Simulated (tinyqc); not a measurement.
AlGaN/GaN HEMT with access regions, lumped model: two steps of the calculation.

A polarisation-induced electron sheet under a Schottky gate, in series with two ungated access regions and contacts. Drift law v = mu E/(1 + mu E/vs) under the gate. Currents in mA/mm, resistances in ohm mm. No self-heating, no channel-length modulation; fits for polarisation, barrier and offset are chosen for the exercise.

Inputs (values chosen for the exercise); values close to those of AlGaN/GaN structures:

| symbol | value | unit | meaning |
|---|---|---|---|
| x | 0.28 |  | aluminium share of the barrier |
| d | 18 | nm | barrier thickness |
| eps_r | 9.1 |  | relative permittivity of barrier and channel |
| mu | 1600 | cm^2/(V s) | channel mobility |
| vs | 1.5e7 | cm/s | saturation velocity |
| Lg | 1 | um | gate length |
| Ls | 2 | um | source access length |
| Ld | 1.5 | um | drain access length |
| Rc | 0.17 | ohm mm | resistance of each contact |
| ft | 0.11 |  | share of the drain-access electrons removed by traps |
| Vg | 1 | V | gate voltage |
| Ec | 2.8 | MV/cm | critical field |
| te | 0.26 | um | depth over which the depleted charge spreads |
| tf | 300 | nm | insulator under the field plate |
| ei | 7 |  | relative permittivity of that insulator |

Constants: q = 1.602176634e-19 C, eps0 = 8.8541878128e-14 F/cm where lengths are in cm. Results are converted to the units shown.

Task 1. Polarisation charge, threshold and sheet resistance. sigma = (5e13 x + 1.6e13 x^2) cm^-2, phiB = 0.84 + 1.3 x, dEc = 0.7 (1.71 x + x^2) in volts, Cb = eps0 eps_r/d, VT = phiB - dEc - q sigma/Cb, access density n0 = -Cb VT/q. Rsh = 1/(q mu n0); largest access current q n0 vs.

Wanted: sigma; Cb; VT; n0; Rsh; q n0 vs.

Result 1.

sigma = 1.5254e13 cm^-2
Cb = 0.44763 uF/cm^2
VT = -4.6460 V
n0 = 1.2980e13 cm^-2
Rsh = 300.53 ohm
q n0 vs = 3119.5 mA/mm

Task 2. On-resistance and breakdown. Ron = 2 Rc + Ls/(q mu n0) + Ld/(q mu (1 - ft) n0) + Lg/(mu Cb (Vg - VT)). Off state: a depleted stretch that holds the voltage V has the peak field sqrt(k V), k = 2 q n0/(eps0 eps_r te), so one edge holds V1 = Ec^2/k. The sheet under the plate pinches off at Vf = q n0 (1/Cb + tf/(eps0 ei)); beyond it the gate edge is screened. BV = V1 if Vf >= V1, else Vf + V1, and at most Ec Ld. Specific resistance Ron (Ls + Lg + Ld); figure of merit BV^2 over it.

Wanted: Ron; Vf; V1; BV; specific resistance; figure of merit.

Result 2.

Ron = 1.6949 ohm mm
Vf = 105.31 V
V1 = 39.487 V
BV = 39.487 V
specific resistance = 0.076269 mohm cm^2
figure of merit = 20.444 MW/cm^2

The plate pinches off too late to screen the gate edge, so it adds nothing.

tinyqc, about 0.01 s, one thread, Intel Xeon 2.30GHz (shared host): `OMP_NUM_THREADS=1 python tinyqc.py 2570070 2570071 out.jsonl`
